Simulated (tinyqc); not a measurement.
# Short-channel transistor, virtual-source model with series resistance, step by step

tinyqc, about 0.01 s, one thread, Intel Xeon 2.30GHz (shared host): `OMP_NUM_THREADS=1 python tinyqc.py 2380068 2380069 out.jsonl` Printed values are rounded.

The current per gate width is the charge at the top of the source barrier (the virtual source) times its velocity times a saturation function; al and be are fitting constants of the model. Units: I in uA/um, Rs in ohm um, so I Rs = 1e-6 I Rs in volts; Q in uC/cm^2, so I = 1e-4 Q vx0 Fsat with vx0 in cm/s.

Parameters, values chosen for the exercise:
- T = 300 K (temperature)
- Cinv = 1.65 uF/cm^2 (inversion capacitance)
- vx0 = 2.02e7 cm/s (velocity at the virtual source)
- mu = 590 cm^2/(V s) (apparent mobility)
- L = 32 nm (channel length)
- VT0 = 0.35 V (threshold at zero drain voltage)
- dl = 0.036 V/V (drain-induced barrier lowering)
- n0 = 1.08 (subthreshold factor)
- nd = 0.2 1/V (growth of n with drain voltage)
- al = 3.5 (threshold shift (in units of Vt) from weak to strong inversion)
- be = 2 (sharpness of saturation)
- Rs = 70 ohm um (series resistance of each contact)
- Vgs = 0.92 V (gate voltage)
- Vds = 0.05 V (drain voltage)

Constants: q = 1.602176634e-19 C, kB = 1.380649e-23 J/K, Vt = kB T/q. Results are converted to the units shown.

## Iteration 1: current through the series resistance

I at the start = 0 uA/um

Intrinsic voltages Vg' = Vgs - I Rs, Vd' = Vds - 2 I Rs. n = n0 + nd Vd', VT = VT0 - dl Vd', Ff = 1/(1 + exp((Vg' - VT + al Vt/2)/(al Vt))), Q = Cinv n Vt ln(1 + exp((Vg' - VT + al Vt Ff)/(n Vt))), Vdsat = (vx0 L/mu)(1 - Ff) + Vt Ff, Fsat = u/(1 + u^be)^(1/be) with u = Vd'/Vdsat, and I(out) = Q vx0 Fsat per width. (Fsat takes the sign of u.) Newton step: I(new) = I + (I(out) - I)/(1 - s), s = dI(out)/dI by a central difference with +/- 0.001 uA/um.

Vg' = 0.92 V
Vd' = 0.05 V
VT = 0.3482 V
Ff = 0.001091087
Q = 0.9436329 uC/cm^2
Vdsat = 0.1094680 V
Fsat = 0.4154676
I(out) = 791.9387 uA/um
s = -1.938016
I after iteration 1 = 269.5488 uA/um

## Iteration 2: current through the series resistance

As before.

Vg' = 0.9011316 V
Vd' = 0.01226317 V
VT = 0.3495585 V
Ff = 0.001364036
Q = 0.9102992 uC/cm^2
Vdsat = 0.1094451 V
Fsat = 0.1113518
I(out) = 204.7541 uA/um
s = -2.336187
I after iteration 2 = 250.1270 uA/um

## Course of the iteration: current through the series resistance

Stop when I changes by less than 1e-7 uA/um, or after 80 iterations.

Course of the iteration:
```
iteration	I (uA/um)	|change| (uA/um)
1	269.5488	270
2	250.1270	19.4
3	250.1028	0.0242
4	250.1028	4.97e-8
```

Converged in 4 iterations. At the end the number of correct digits about doubles with each step.

## What the series resistance costs

converged I = 250.1028 uA/um
I0 = 791.9387 uA/um

Intrinsic voltages Vg' = Vgs - I Rs, Vd' = Vds - 2 I Rs. n = n0 + nd Vd', VT = VT0 - dl Vd', Ff = 1/(1 + exp((Vg' - VT + al Vt/2)/(al Vt))), Q = Cinv n Vt ln(1 + exp((Vg' - VT + al Vt Ff)/(n Vt))), Vdsat = (vx0 L/mu)(1 - Ff) + Vt Ff, Fsat = u/(1 + u^be)^(1/be) with u = Vd'/Vdsat, and I = Q vx0 Fsat per width. I0 is the current for Rs = 0. Effective velocity I/Q; transit time L Q/I.

loss against I0 = 68.41892 %
effective velocity = 2.740241e6 cm/s
transit time = 1.167781 ps

The carriers leave the virtual source at 13.6 % of vx0: Vd' is not large against Vdsat.
